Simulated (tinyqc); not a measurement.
Weaire-Thorpe hybrids on a Bethe lattice: gap and dangling bond of an amorphous tetrahedral solid: one step. The self-energy at one energy.

Four sp3 hybrids an atom at energy 0, coupled by -V1 on the atom and by -V2 along a bond; the bonds form a tree (no rings). For any network the gap runs at least from -V2 + V1 to V2 - 3 V1, and p-like states pile up at -V2 + V1 and V2 + V1. On the tree the gap is wider: it ends at Ec = -V1 + sqrt(V2^2 + 4 V1^2 - 2 sqrt3 V1 V2), which makes it well wider than the gaps of the real glasses. A branch seen from a hybrid has the self-energy S = V2^2 g, where g is the Green function of the hybrid across the bond, whose three partners carry S themselves. With a = z - V1, b = a - S: g = 1/(a + V1 b/(b + 3 V1)), z = E + i eta. A full atom has G = (1/b)(b + 3 V1)/(b + 4 V1) per hybrid; a dangling hybrid with shift dh has G = 1/(1/g - dh).

Inputs chosen for the exercise (of the size of tabulated hybrid energies for amorphous silicon; shifted at random, so the results belong to these values and not to a real crystal): V1 = 1.75 eV (coupling of two hybrids on one atom); V2 = 4.32 eV (coupling of the two hybrids of a bond); E = -0.75 eV (energy); eta = 0.05 eV (broadening).

Task: S = V2^2 g is a quadratic A S^2 + B S + C = 0 with A = a + V1, B = -(a (a + 4 V1) + V2^2), C = V2^2 (a + 3 V1), a = z - V1. Of the two roots take the one with Im S < 0 (if both qualify, the decaying one, with the smaller |V1 V2 g/(b + 3 V1)|).

Give: A, B, C; roots; S.

Result:

A, B, C: -0.7500+0.0500i  -7.4099-0.1000i  51.3216+0.9331i

roots (eV): 4.6928+0.1083i  -14.5201-0.8968i

S = -14.5201-0.8968i eV

tinyqc: `OMP_NUM_THREADS=1 python tinyqc.py 1450728 1450729 out.jsonl`; about 0.03 s, one thread, shared Intel(R) Xeon(R) Processor @ 2.30GHz.
